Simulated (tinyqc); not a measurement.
Inside a calculation: five-level k.p model folded onto the conduction band. Values are carried at full precision from step to step, so a last printed digit may differ when a step is redone from the rounded ones.

Second-order sums for the lowest conduction level at E: 1/m = 1 + Cm + (Ep/3)(2/E + 1/(E + Dso)) - (Ep2/3)(2/(E7 + D2 - E) + 1/(E7 - E)); g/2 = 1 + Cg - (Ep/3)(1/E - 1/(E + Dso)) - (Ep2/3)(1/(E7 - E) - 1/(E7 + D2 - E)). E is counted from the top of the valence band; E = Eg at the edge.

Constants: hbar^2/2m0 = 3.80998211 eV angstrom^2.

Parameters, chosen for this exercise (near those of GaAs; not measured data): Eg = 1.532 eV (gap at Gamma to the s-like level); Dso = 0.349 eV (spin-orbit splitting); Ep = 25.1 eV (Kane energy); E7 = 4.5 eV (upper Gamma7 conduction level, from the valence top); D2 = 0.16 eV (its spin-orbit splitting, Gamma8 above Gamma7); Ep2 = 1.4 eV (Kane energy to the upper levels); Cm = -0.8 (remote term in 1/m); Cg = 0 (remote term in g/2); k = 0.075 1/angstrom (wave vector along z).

## Mass and g factor term by term

Evaluate at E = Eg.

Terms:
```
level,part of 1/m,part of g
free + remote,0.2000,2.0000
Gamma8 valence,10.9225,-10.9225
Gamma7 valence,4.4480,8.8960
Gamma8 upper,-0.2984,0.2984
Gamma7 upper,-0.1572,-0.3145
```

m = 0.0662 m0
g = -0.043

The valence levels give 15.37 to 1/m and the upper levels take 0.46 away. In g the two valence terms nearly cancel when Dso is small against Eg; here Dso/Eg = 0.23 and they leave -2.027, the upper pair -0.016. This nearly cancels the free value 2, so 5 % in Ep moves g by about 0.1.

## The matrix at one k

For k along z and one spin sector the level c couples to four states. With c0 = hbar^2/2m0, P = sqrt(Ep c0), P2 = sqrt(Ep2 c0): diagonal Eg + (1 + Cm) c0 k^2 for c, and 0, -Dso, E7 + D2, E7 for lh, so, G8 up, G7 up (their own dispersion is left out); couplings of c: sqrt(2/3) P k to lh, sqrt(1/3) P k to so, sqrt(2/3) P2 k to G8 up, sqrt(1/3) P2 k to G7 up (phases chosen real).

Fill in the matrix.

H (eV):
```
,c,lh,so,G8 up,G7 up
c,1.53629,0.59884,0.42345,0.14143,0.10001
lh,0.59884,0,0,0,0
so,0.42345,0,-0.34900,0,0
G8 up,0.14143,0,0,4.66000,0
G7 up,0.10001,0,0,0,4.50000
```

## Exact folding onto c

Solve E = H_cc + S(E), S(E) = sum_j H_cj^2/(E - H_jj), from E = H_cc, by plain substitution and by Newton steps on E - H_cc - S(E). The weight of c in the state is Z = 1/(1 - dS/dE). The exact level is the third eigenvalue of H from below.

Iterates (eV):
```
step,substitution,Newton
0,1.53629,1.53629
1,1.85505,1.80069
2,1.80005,1.80716
3,1.80825,1.80716
4,1.80700,1.80716
5,1.80719,1.80716
6,1.80716,1.80716
7,1.80716,1.80716
```

exact level = 1.80716 eV
Z = 0.8679

Substitution multiplies the error by about dS/dE = 1 - 1/Z = -0.152 a step, so it alternates; after 7 steps it is off by 5.8e-07 eV, while Newton is within 1e-5 eV from step 2 on.

## Loewdin series

Expanding E = H_cc + S(E) about Eg in powers of k^2, with s_n = sum_j H_cj^2/(Eg - H_jj)^n: order k^2: e2 = (1 + Cm) c0 k^2 + s1; order k^4: e4 = -s2 e2; order k^6: e6 = s3 e2^2 + s2^2 e2.

Give each order and the partial sums, counted from Eg.

s1 (eV), s2 (no unit), s3 (1/eV); (1 + Cm) c0 k^2 is H_cc - Eg: 0.31964  0.20665  0.12564

e2, e4, e6 (eV): 0.32393  -0.06694  0.02702

partial sums (eV): 0.32393  0.25699  0.28401

The exact value is 0.27516 eV; the errors of the partial sums are +48.77, -18.17 and +8.84 meV.

## Checks

- Curvature of the exact level at small k against the sum for 1/m: both 15.115.

(tinyqc, `OMP_NUM_THREADS=1 python tinyqc.py 1080980 1080981 out.jsonl`, Intel(R) Xeon(R) Processor @ 2.30GHz, 1 thread, shared host, about 0.01 s.)
